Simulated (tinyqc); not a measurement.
## Bandgap voltage reference from two bipolar transistors: output against temperature

Two transistors of area 1 and N carry the same current I. Is(T) = Is (T/T0)^eta exp[(Vg0 q/kB)(1/T0 - 1/T)], VBE1 = Vt ln(I/Is(T)) + I rb, VBE2 = Vt ln(I/(N Is(T))) + I rb/N. The amplifier forces I R1(T) = VBE1 - VBE2 + Vos, with R(T) = R (1 + tc (T - T0)) for both resistors, and the output is Vref = VBE1 + I R2(T). Base currents and the Early effect are neglected.

Vt = kB T/q; I = (Vt ln N + Vos)/(R1(T) - rb (1 - 1/N)).

Parameters, values chosen for the exercise; values of the order met in silicon bipolar transistors:

| symbol | value | unit | meaning |
|---|---|---|---|
| T0 | 300 | K | reference temperature |
| Vg0 | 1.163 | V | band-gap voltage extrapolated to 0 K |
| eta | 3.1 |  | temperature exponent of the saturation current |
| Is | 6.1e-17 | A | saturation current of the unit transistor at T0 |
| N | 15 |  | area ratio of the second transistor |
| R1 | 2.1 | kohm | resistor across which the difference of VBE falls, at T0 |
| tc | 0 | ppm/K | temperature coefficient of both resistors |
| Vos | 0 | mV | offset of the amplifier |
| rb | 12 | ohm | series resistance of the unit transistor |
| R2 | 14.99 | kohm | output resistor at T0 |

Constants: q = 1.602176634e-19 C, kB = 1.380649e-23 J/K. Results are converted to the units shown.

Output against temperature:

| T (K) | I (uA) | VBE1 (V) | I R2 (V) | Vref (V) | Vref - Vref(T0) (mV) | dVref/dT (uV/K) |
|---|---|---|---|---|---|---|
| 218 | 24.36 | 0.8386 | 0.3651 | 1.204 | 2.033 | 5.632 |
| 233 | 26.03 | 0.8135 | 0.3902 | 1.204 | 2.026 | -6.410 |
| 253 | 28.27 | 0.7797 | 0.4237 | 1.203 | 1.747 | -21.31 |
| 273 | 30.50 | 0.7456 | 0.4572 | 1.203 | 1.181 | -35.08 |
| 298 | 33.29 | 0.7027 | 0.4991 | 1.202 | 0.1031 | -50.94 |
| 323 | 36.09 | 0.6594 | 0.5409 | 1.200 | -1.355 | -65.52 |
| 348 | 38.88 | 0.6157 | 0.5828 | 1.198 | -3.164 | -79.01 |
| 373 | 41.67 | 0.5717 | 0.6247 | 1.196 | -5.298 | -91.56 |
| 398 | 44.46 | 0.5274 | 0.6665 | 1.194 | -7.735 | -103.3 |
| 423 | 47.26 | 0.4828 | 0.7084 | 1.191 | -10.46 | -114.3 |

VBE1 falls by 1.74 mV/K on average and I R2 rises by 1.67 mV/K. The slope of Vref vanishes at T = 225 K. Between 233 and 398 K Vref spans 9.76 mV, or 49.3 ppm/K by the box method (span over the average over T, over 165 K).

Numbers from tinyqc (`OMP_NUM_THREADS=1 python tinyqc.py 2062203 2062204 out.jsonl`; about 0.03 s on one thread of a shared Intel Xeon 2.30GHz).
